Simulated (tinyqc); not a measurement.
## Amplitude against the length of the filling pulse

In DLTS the amplitude of the capacitance transient follows the share of traps filled by the pulse. In the neutral layer an empty trap fills as 1 - exp(-tp/tc), tc = 1/(sn vth(T) Nd), vth(T) = vth (T/300 K)^0.5; emission during the pulse and slow capture at the depletion edge are neglected.

Parameters, values chosen for the exercise: thermal velocity at 300 K vth = 2.7e7 cm/s; shallow donor density Nd = 1.7e15 cm^-3; capture cross-section sn = 9.1e-16 cm^2; temperature of the transient T = 416 K.

Amplitude against the length of the filling pulse:
```
tp (s)    tp/tc  amplitude over its full value  ln(1 - that)
1.3e-9  0.06394                        0.06194      -0.06394
2.3e-9   0.1131                         0.1070       -0.1131
4.1e-9   0.2017                         0.1826       -0.2017
7.3e-9   0.3591                         0.3017       -0.3591
1.3e-8   0.6394                         0.4724       -0.6394
2.4e-8    1.180                         0.6929        -1.180
4.2e-8    2.066                         0.8733        -2.066
7.6e-8    3.738                         0.9762        -3.738
1.4e-7    6.886                         0.9990        -6.886
```

The amplitude rises from 0.0619 to 0.999 of its full value. The last column is linear in tp with slope -1/tc, tc = 2.03e-8 s, which gives the cross-section from Nd and vth, independently of the Arrhenius intercept; 99 % filling needs 9.36e-8 s.

Numbers from tinyqc (`OMP_NUM_THREADS=1 python tinyqc.py 2050021 2050022 out.jsonl`; about 0.01 s on one thread of a shared Intel Xeon 2.30GHz).
